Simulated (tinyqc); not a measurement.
Single-domain magnet: Stoner-Wohlfarth switching, Neel-Arrhenius retention, LLG dynamics and spin torque: one step, computed by the program tinyqc.

The moment is uniform, with unit vector m; z is the easy axis. mu_0 = 1.25663706212e-6 T m/A, gamma = 1.76085963023e11 rad/(s T).

Problem. Exact time to the equator. The polar equation dm_z/dt = -(1 - m_z^2)(i - m_z)/tau_D, i = I/I_c0, integrates to t = tau_D [F(cos theta_0) - F(0)], F(z) = -ln(1 - z)/(2 (i - 1)) + ln(1 + z)/(2 (i + 1)) + ln(i - z)/(i^2 - 1), theta_0 = 1/sqrt(2 Delta).

Inputs (values chosen for the exercise, for a model magnet): temperature T = 300 K; drive I/I_c0 = 3.1.

Shape: thin disc, easy axis normal to it.

stability factor Delta = 84.67328

tau_D = 0.3506451 ns

Give: time to m_z = 0.

Solution.

time to m_z = 0 = 0.5001 ns

Caution: a flat cylinder has a smaller N_z than the spheroid of the same t/d, so K_eff of a real disc is larger.
